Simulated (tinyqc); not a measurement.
## Scale length and length offset from two DIBL values

Question. DIBL = exp(-Le/(2 l)) + 2 exp(-Le/l) with Le = L - dL. Find l, dL and the drawn length for a DIBL of 100 mV/V.

DIBL at drawn lengths 32 and 51 nm (mV/V): 128.17766  26.938500

Answer. With e = exp(-Le/(2 l)), 2 e^2 + e = DIBL gives e and so Le/l at each length; Le/l is a straight line in L with slope 1/l.

l = 6.70 nm
dL = 1.90 nm
length for 100 mV/V = 34.9 nm

Numbers from tinyqc (`OMP_NUM_THREADS=1 python tinyqc.py 2002113 2002114 out.jsonl`; about 0.01 s on one thread of a shared Intel Xeon 2.30GHz).
